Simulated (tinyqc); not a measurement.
Minimum-mode following (dimer method) and harmonic rate on a two-dimensional model surface: one step, computed by the program tinyqc.

V(x, y) = h u^2 + t x + (kappa/2)(y + c u)^2 with u = x^2/w^2 - 1; the path runs from the minimum near (-w, 0) to that near (w, 0).

Problem. Dimer step 2. Dimer at R with unit axis N = (cos phi, sin phi) and normal T = (-sin phi, cos phi). Gradients g at R +/- delta N and at R +/- delta T give H N and H T by central differences, (g+ - g-)/(2 delta). With C_N = N.H N, C_T = T.H T and b = T.H N, rotate by theta = (1/2) atan2(-2b, C_T - C_N), the angle of least curvature C = (C_N + C_T)/2 - sqrt((C_N - C_T)^2/4 + b^2). Translate along F = -g + 2 (g.N) N if C < 0, else along F = (g.N) N, with the new axis: R(new) = R + eta F, the move limited to 0.2 angstrom.

Inputs (values chosen for the exercise, for a model surface):
```
quantity                    value           unit
height h                      1.1             eV
half width w                  1.1       angstrom
transverse stiffness kappa    1.9  eV/angstrom^2
curvature c                  0.65       angstrom
tilt t                      0.061    eV/angstrom
half length delta           0.005       angstrom
step factor eta             0.056  angstrom^2/eV
```

Surface: curved double well.

R after step 1 (angstrom): -0.3968285  0.4372093

phi after step 1 = 14.62168 degrees

Give: C_N, C_T, b; rotation theta; phi after step 2; least curvature C; gradient g; effective force F; R after step 2.

Solution.

C_N, C_T, b (eV/angstrom^2): -2.272  2.039  0.278

rotation theta = -3.678 degrees

phi after step 2 = 10.94 degrees

least curvature C = -2.289 eV/angstrom^2

gradient g (eV/angstrom): 1.420  -0.244

effective force F (eV/angstrom): 1.227  0.755

R after step 2 (angstrom): -0.3281  0.4795

The curvature is negative, so the force along the axis is inverted.
